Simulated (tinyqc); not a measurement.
Hydrogenic donor in a hard-walled well (variational), step by step. Values are carried at full precision from step to step, so a last printed digit may differ when a step is redone from the rounded ones.

Constants: Ry = 13.60569312 eV; a0 (Bohr radius) = 0.5291772105 angstrom; hbar^2/2m0 = 3.80998211 eV angstrom^2; e^2/(4 pi eps0) = 14.39964547 eV angstrom.

Values chosen for the exercise (near those of Si, with one mean mass; the results hold for these values, not for the real material): m = 0.313 m0 (mass); eps = 12.1 (dielectric constant); L = 75 angstrom (well width); zi = 5 angstrom (position of the donor from the centre); lam = 20 angstrom (trial length); lams = (12, 15, 18, 21, 26, 31, 38) angstrom (trial lengths).

## Bulk donor

Ry* = Ry m/eps^2, a* = a0 eps/m, and the subband energy c (pi/L)^2/m with c = hbar^2/2m0.

Ry* = 29.087 meV
a* = 20.46 angstrom
subband energy = 21.36 meV

## One trial length

Trial function cos(pi z/L) exp(-r/lam), r measured from the donor at zi, walls at +/- L/2, one eps everywhere. Counted from the lowest subband, E(lam) = c/(m lam^2) - (q/eps) I0/I1, with I0 the integral of cos^2(pi z/L) exp(-2|z - zi|/lam) over the well and I1 the same with the factor (|z - zi| + lam/2); c = hbar^2/2m0, q = e^2/(4 pi eps0). The binding energy is -E at the minimum.

Evaluate I0, I1 and both terms.

I0 = 15.259 angstrom
I1 = 255.8 angstrom^2
kinetic term = 30.431 meV
Coulomb term = -70.998 meV
E = -40.566 meV

## Scan and minimum

E for each trial length, then the minimum.

Scan:
```
lam (angstrom)  kinetic (meV)  Coulomb (meV)  E (meV)
12                     84.531       -108.527  -23.996
15                     54.100        -89.795  -35.695
18                     37.569        -77.291  -39.722
21                     27.602        -68.284  -40.682
26                     18.007        -57.697  -39.691
31                     12.666        -50.305  -37.639
38                      8.430        -42.942  -34.512
```

best lam = 21.3 angstrom
binding energy = 40.69 meV
in Ry* = 1.399

At L = 3.67 a* this donor is bound more strongly than in the bulk.

## Checks

- Binding at the centre of a very wide well (200 a*) against Ry*, meV: both 29.09.
- Binding in a very thin well (a*/2000) against 4 Ry*, meV: both 116.3.

tinyqc: `OMP_NUM_THREADS=1 python tinyqc.py 1280543 1280544 out.jsonl`; about 0.05 s, one thread, shared Intel(R) Xeon(R) Processor @ 2.30GHz.
